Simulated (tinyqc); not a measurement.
Gain factor and gap resistance from two string resistances.

Inverse problem. At small bit-line voltage each of the 96 cells has the resistance 1/(K x) at overdrive x (no mobility reduction) in series with a gap resistance Rg. Find K, Rg and the share of the gaps at the higher overdrive.

resistance of a string of 96 equal cells at overdrives of 3.6 and 8.8 V (kohm): [2536.1778, 1485.6727]

Solution. The resistance per cell is a straight line in 1/x with slope 1/K and intercept Rg.

K = 15.0 uA/V^2
Rg = 7.90 kohm
share of the gaps = 51.0 %

Computed by the program tinyqc: `OMP_NUM_THREADS=1 python tinyqc.py 2142012 2142013 out.jsonl`, one thread of a shared Intel Xeon 2.30GHz, about 0.6 s for the whole run.
